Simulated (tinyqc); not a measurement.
Weibull analysis of times to dielectric breakdown, with area scaling: one step of the calculation.

Breakdown times follow F(t) = 1 - exp(-(t/t63)^beta). The 8 times below were drawn at random from beta = 1.3, t63 = 1400 s and are treated as data; all samples failed.

Problem. Likelihood estimate of beta. Maximum likelihood: a(beta) = 1/beta with a = sum t^beta ln t/sum t^beta - mean ln t. Averaged step: beta(new) = [beta + 1/a(beta)]/2.

```
i,t (s)
1,282
2,443
3,694
4,801
5,993
6,1000
7,1410
8,1900
```

beta at the start = 1.8

Find: beta after iteration 1.

Solution.

beta after iteration 1 = 2.0191

Numbers from tinyqc (`OMP_NUM_THREADS=1 python tinyqc.py 2070116 2070117 out.jsonl`; about 0.01 s on one thread of a shared Intel Xeon 2.30GHz).
